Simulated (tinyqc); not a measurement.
Solid solubility of a dopant against its melt (retrograde solidus), clustering and the electrically active fraction. Changing the interaction L of the melt. Computed by tinyqc, a small Python program. Command: `OMP_NUM_THREADS=1 python tinyqc.py 3024875 3024876 out.jsonl retro sweep`. One thread of a shared host (Intel(R) Xeon(R) Processor @ 2.30GHz), about 0.02 s of CPU time with the checks.

Inputs (values chosen for the exercise, of the order of those of gold in silicon for the solubility): melting point of the host T_m = 1687 K; heat of melting of the host H_f = 50.2 kJ/mol; enthalpy of transfer from melt to solid H = 1.63 eV; entropy of transfer S = 1.93 k_B; site density N0 = 5e+22 1/cm^3; temperature T = 1050 K.

Constants: R = 8.314462618 J/(mol K); k_B = 8.617333262e-05 eV/K; e = 1.602176634e-19 C; N_A = 6.02214076e+23 1/mol.

Method. x_l and x_s are atom fractions of the dopant in melt and solid; the solid is dilute. Liquidus of the host: R T ln(1 - x_l) + L x_l^2 = -H_f (1 - T/T_m). Distribution: k = x_s/x_l = exp[L (1 - x_l)^2/(R T)] exp(S/k_B - H/(k_B T)), the first factor being the activity coefficient in the melt. Solubility = x_s N0; at T_m x_l = 0. The largest x_s N0 between 900 K and T_m. For an ideal melt with constant heats the maximum has x_l = H_f/(H + H_f), H in the same units.

One run for each value; columns: (1) interaction L of the melt (kJ/mol); (2) x_l; (3) distribution coefficient k; (4) solubility (1/cm^3); (5) temperature of the maximum (K):
```
(1)         (2)         (3)         (4)     (5)
-25.00  0.63636  7.0807e-08  2.2529e+15  1538.4
-19.70  0.67812  8.1846e-08  2.7751e+15  1543.2
-14.40  0.72719  9.1457e-08  3.3253e+15  1548.6
-9.14   0.78324  9.8440e-08  3.8551e+15  1554.4
-3.86   0.84377  1.0229e-07  4.3156e+15  1560.7
1.43    0.90014  1.0357e-07  4.6614e+15  1567.8
6.71    0.94237  1.0367e-07  4.8847e+15  1575.4
12.00   0.96859  1.0354e-07  5.0146e+15  1583.8
```

Over the rows, x_l rises from 0.636 to 0.969; distribution coefficient k goes from 7.08e-8 through a maximum among these rows, 1.04e-7 at 6.71, to 1.04e-7; solubility (1/cm^3) rises from 2.25e15 to 5.01e15. A melt that binds the dopant (L < 0) lowers its activity and so the solubility in the solid.

Extremes, crossings and ranges named in words are read from the listed rows.
